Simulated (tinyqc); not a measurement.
Valley splitting in a one-orbital chain of atomic planes (second-neighbour model): sweeps and comparisons. A value that a table varies takes the place of the one given here.

Each (001) plane carries one orbital with energy e0, hopping v to the next plane and u to the second: E(phi) = e0 + 2 v cos(phi) + 2 u cos(2 phi), where phi = pi - k a/4 (the sign of every second orbital is chosen so that v > 0, which shifts the phase by pi). The minimum lies at cos(phi0) = -v/(4u), phi0 = pi - (pi/2) k0 for a valley at k0 (2 pi/a), and e0 puts it at zero. A slab of N planes has hard walls: the matrix simply ends.

A well of Nw planes between barriers of 40 planes each (as of a SiGe alloy, taken as an offset alone). With x = j - 39.5 for plane j = 0, 1, ..., the potential is V0 (f(x) + f(Nw - x)) + F (j - 40) a/4, f(y) = 1/(1 + exp(y/L)), a step for L = 0; L is in planes, 4 L is about the distance over which f goes from 0.88 to 0.12, and 1 MV/m = 1e-4 V/angstrom.

Constants: hbar^2/2m0 = 3.80998211 eV angstrom^2.

Parameters, chosen for this exercise (near those of the Delta valleys of silicon; abrupt walls in this chain split the valleys several times more than measured wells; not measured data):
- a = 5.428 angstrom (lattice constant; planes lie a/4 apart)
- ml = 0.976 m0 (longitudinal mass)
- N0 = 49 (first number of planes)
- Nf = 150 (planes in the thick slab)
- V0 = 0.18 eV (barrier height)
- F = 8 MV/m (field)
- Nw = 73 (planes in the well)
- k0 = 0.82 2 pi/a (position of the valley)

## Splitting against the number of planes

u = 0.574705 eV
v = 0.641351 eV
e0 = 1.328342 eV
phi0 = 1.853540 rad

Ten slabs from N0 on, of thickness (N - 1) a/4 between the outer planes. Effective mass: E1 = (c/ml)(pi/W)^2 with W = (N + 2) a/4: the amplitude vanishes on two missing planes at each end, and the envelope has its nodes N + 2 spacings apart. Large-N estimate of the splitting: 16 pi^2 u |sin(phi0) sin((N + 2) phi0)|/(N + 2)^3.

Doublet (meV):

| N | thickness (angstrom) | mean level | effective mass | splitting | estimate |
|---|---|---|---|---|---|
| 49 | 65.14 | 8.03 | 8.04 | 0.200 | 0.183 |
| 50 | 66.49 | 7.73 | 7.74 | 0.513 | 0.523 |
| 51 | 67.85 | 7.44 | 7.45 | 0.448 | 0.439 |
| 52 | 69.21 | 7.17 | 7.18 | 0.222 | 0.236 |
| 53 | 70.56 | 6.91 | 6.92 | 0.518 | 0.517 |
| 54 | 71.92 | 6.66 | 6.67 | 0.075 | 0.062 |
| 55 | 73.28 | 6.44 | 6.44 | 0.426 | 0.432 |
| 56 | 74.64 | 6.21 | 6.22 | 0.292 | 0.285 |
| 57 | 75.99 | 6.00 | 6.01 | 0.229 | 0.239 |
| 58 | 77.35 | 5.81 | 5.81 | 0.386 | 0.384 |

How do the results move?

The mean level falls smoothly, from 8.0 to 5.8 meV, within 0.2 % of the effective-mass value. The splitting swings between 0.075 (N = 54) and 0.518 meV (N = 53): one plane more or less changes the phase between the two walls by phi0 = 1.854 rad. The estimate misses the computed values by at most 0.017 meV.

## Splitting against the electric field

A thick slab in a field F: plane j = 0, 1, ... gains the energy F j a/4 (1 MV/m = 1e-4 V/angstrom), which presses the electron against the first wall. The exponent is the slope of ln(splitting) against ln F between 20 and 50 MV/m.

Doublet:

| F (MV/m) | mean level (meV) | splitting (meV) | splitting/F (meV per MV/m) |
|---|---|---|---|
| 1 | 7.73 | 0.1414 | 0.1414 |
| 2 | 12.18 | 0.2827 | 0.1414 |
| 5 | 22.15 | 0.7070 | 0.1414 |
| 10 | 34.73 | 1.4145 | 0.1415 |
| 20 | 54.23 | 2.8308 | 0.1415 |
| 30 | 70.24 | 4.2484 | 0.1416 |
| 50 | 97.01 | 7.0871 | 0.1417 |

exponent = 1.00

What can be read from the table?

The splitting goes from 0.1414 to 7.0871 meV. At high field it grows as F^1.00: at a single hard wall it follows the squared slope of the envelope, which is proportional to F, while the level itself grows about as F^(2/3) (here F^0.63). A hard wall is the sharpest interface possible; real Si interfaces split several times less.

## Sharp and graded interfaces

The lowest doublet for several interface widths L.

Doublet:

| L (planes) | 4 L (angstrom) | mean level (meV) | splitting (micro-eV) |
|---|---|---|---|
| 0.00 | 0.00 | 27.16 | 1131.29 |
| 0.25 | 1.36 | 27.28 | 603.26 |
| 0.50 | 2.71 | 27.48 | 122.62 |
| 0.75 | 4.07 | 27.73 | 23.66 |
| 1.00 | 5.43 | 28.04 | 4.44 |
| 1.50 | 8.14 | 28.84 | 0.13 |
| 2.00 | 10.86 | 29.80 | 0.00 |

What does this show?

The mean level moves by +2.6 meV over the table, while the splitting falls from 1131.3 micro-eV at a step to 4.44 at L = 1 plane, a factor 255. Coupling the valleys needs the Fourier component of the potential at twice the valley wave vector, a period of a few planes, and grading removes it. Random alloy disorder, left out here, sets the splitting once this part is gone.

## What each parameter does

Step interfaces (L = 0). u, v, e0 follow from 8 u sin^2(phi0) = (2c/ml)/(a/4)^2, v = -4u cos(phi0), e0 = 2u + v^2/(4u), c = hbar^2/2m0. Each row changes one parameter from the base and keeps the others.

Results:

| case | mean level (meV) | splitting (micro-eV) |
|---|---|---|
| base | 27.16 | 1131.3 |
| k0 = 0.83 2 pi/a | 27.16 | 1126.2 |
| ml = 1.074 m0 | 26.34 | 1131.4 |
| V0 = 0.27 eV | 27.86 | 1131.3 |
| F = 16 MV/m | 41.07 | 2263.4 |
| Nw = 74 | 27.16 | 1131.3 |

How do the results move?

The largest shifts from the base row, up to three for each result and ties (the steps differ in size, so this ranks the rows, not the parameters). mean level (meV): F +13.91, ml -0.82, V0 +0.70; unchanged at the printed digits by k0 and Nw. splitting (micro-eV): F +1132.1, k0 -5.1, ml +0.1; unchanged at the printed digits by V0 and Nw.

Program tinyqc; command `OMP_NUM_THREADS=1 python tinyqc.py 1451909 1451910 out.jsonl`; about 0.01 s on one thread of a shared Intel(R) Xeon(R) Processor @ 2.30GHz.
